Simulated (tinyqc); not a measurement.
From results back to parameters: special k points of the fcc lattice. Five cases, with inputs chosen for the exercise.

Problem. E(k) = -sqrt(D^2 + (e0 - t A_1(k))^2) with A_1 = 12 at Gamma and A_1 = 0 at b1/2; t > 0 and D > 0 are hidden.

Case 1.

Values chosen: e0 = 1.04 eV (offset).
E at Gamma = -2.792060 eV
E at b1/2 = -2.343416 eV

Case 2.

Values chosen (out of a larger set: the lattice of Si, GaAs, Cu and Al; not measured data): e0 = 1.2 eV (offset).

E at Gamma = -3.594885 eV
E at b1/2 = -3.193994 eV

Case 3.

Values chosen (out of a larger set: the lattice of Si, GaAs, Cu and Al; not measured data): e0 = 0.92 eV (offset).

E at Gamma = -2.243212 eV
E at b1/2 = -1.245793 eV

Case 4.

Values chosen: e0 = 1.26 eV (offset).
E at Gamma = -2.816611 eV
E at b1/2 = -1.692483 eV

Case 5.

Values chosen: e0 = 1.09 eV (offset).
E at Gamma = -2.887369 eV
E at b1/2 = -1.400893 eV

Find: t; D.

Solution. The difference of the squares is 144 t^2 - 24 e0 t; it is positive, so the quadratic has one positive root t; D^2 follows from either energy.

Case 1.

t = 0.240 eV
D = 2.100 eV

Case 2.

t = 0.270 eV
D = 2.960 eV

Case 3.

t = 0.250 eV
D = 0.840 eV

Case 4.

t = 0.320 eV
D = 1.130 eV

Case 5.

t = 0.320 eV
D = 0.880 eV

Computed by tinyqc, one run a case: `OMP_NUM_THREADS=1 python tinyqc.py N N+1 out.jsonl` with N = 1680082, 1680248, 1680388, 1680394, 1680628; one thread of a shared Intel(R) Xeon(R) Processor @ 2.30GHz, about 0.2 s a run at most.
